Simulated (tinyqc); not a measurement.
# Space-charge-limited current through a thin insulating or semi-insulating film with traps, step by step

A worked calculation. Computed by tinyqc, a small Python program that keeps every step. Command: `OMP_NUM_THREADS=1 python tinyqc.py 3015747 3015748 out.jsonl sclc walk`. One thread of a shared host (Intel(R) Xeon(R) Processor @ 2.30GHz), about 0.01 s of CPU time with the checks. Intermediate numbers are printed to about 6 digits and carried at full precision; extremes and crossings named in words are read from the listed rows.

One ohmic injecting contact at x = 0 (field zero), drift only, non-degenerate free carriers.

Inputs (values chosen for the exercise, modelled on Si3N4): permittivity eps = 7.5; band mobility mu = 0.073 cm^2/(V s); effective density of states N_c = 1e+20 1/cm^3; trap density N_t = 2.6e+18 1/cm^3; equilibrium Fermi level below the band edge, E_0 = 0.62 eV; thickness d = 44 nm; free density at the anode, in units of N_c = 4e-07; temperature T = 400 K; characteristic temperature T_c = 1600 K.

Traps: exponential tail.

Constants: k_B = 8.617333262e-05 eV/K; e = 1.602176634e-19 C; eps_0 = 8.8541878128e-12 F/m.

## Equilibrium and landmark voltages

Free density n_0 = N_c exp(-E_0/k_B T) in equilibrium; trapped density n_t(n) = N_t (n/N_c)^(T/T_c) (the low-temperature form). theta = n/(n + n_t) at the anode density; trap-filled-limit voltage V_TFL = e (N_t - n_t(n_0)) d^2/(2 eps eps_0).

n_0 = 1.54292e+12 1/cm^3

n_t(n_0) = 2.89774e+16 1/cm^3

theta = 6.11373e-04

V_TFL = 6.00457 V

## One point of the curve

J = e mu n F and (eps eps_0/e) dF/dx = n - n_0 + n_t(n) - n_t(n_0) = rho(n). With F = J/(e mu n): d = (eps eps_0 J/(e^2 mu)) I_1 and V = (eps eps_0 J^2/(e^3 mu^2)) I_2, I_k = int_(n_L)^infinity dn/(n^(k+1) rho(n)), n_L the density at the anode; with u = n_L/n, 200 Gauss-Legendre points in t, u = 1 - (1 - t)^2. Anode field J/(e mu n_L); Mott-Gurney current (9/8) eps eps_0 mu V^2/d^3; ohmic current e n_0 mu V/d.

I_1 = 4.88357e-31 cm^6

I_2 = 7.08579e-45 cm^9

current density J = 0.0254243 A/cm^2

voltage V = 0.138778 V

anode field over mean field V/d = 1.72301

trap-free Mott-Gurney current = 12.3301 A/cm^2

ohmic current = 5.69173e-04 A/cm^2

J is 0.00206 times the trap-free law and 44.7 times the ohmic current; theta is 6.11e-4. The field ratio is 1 for ohmic flow, 3/2 for the square law and 2 for a uniform fixed charge; here 1.72. Caution: V is below 10 k_B T/e, where diffusion from the contact, left out here, dominates.

## The whole curve

The last column is d ln J/d ln V up to the next row.

Current against voltage:
```
n_L (1/cm^3)        V (V)   J (A/cm^2)    slope
1.60e+12      9.86146e-03  5.22130e-05  1.94329
6.70e+12      6.02371e-02  1.75813e-03  3.13004
2.80e+13      1.20342e-01  1.53390e-02  3.71598
1.20e+14      2.07096e-01  1.15307e-01  4.06055
4.80e+14      3.26624e-01  7.33399e-01  4.19595
2.00e+15      5.10596e-01  4.78056e+00  4.08141
8.20e+15      8.04803e-01  3.06207e+01  3.67739
3.40e+16      1.35747e+00  2.09381e+02  3.09928
1.40e+17      2.61861e+00  1.60430e+03  2.58379
5.80e+17      6.26596e+00  1.52871e+04  2.26002
2.40e+18      1.89029e+01  1.85395e+05  2.10217
1.00e+19      6.80717e+01  2.74048e+06        -
```

The slope starts at 1.94, peaks at 4.2 between 0.327 and 0.511 V and ends at 2.10. Rows below 0.34 V (10 k_B T/e) are formal, since diffusion from the contact rules there. Self-heating is left out, although J V exceeds 1e5 W/cm^2 at the last row. Rows above 13.2 V are formal, since the mean field exceeds 3 MV/cm and breakdown sets in. An exponential tail gives the power law T_c/T + 1 = 5.00, which this range does not fully reach.

Checks made by the program: trap-free limit against the Mott-Gurney law (relative difference 5e-08).
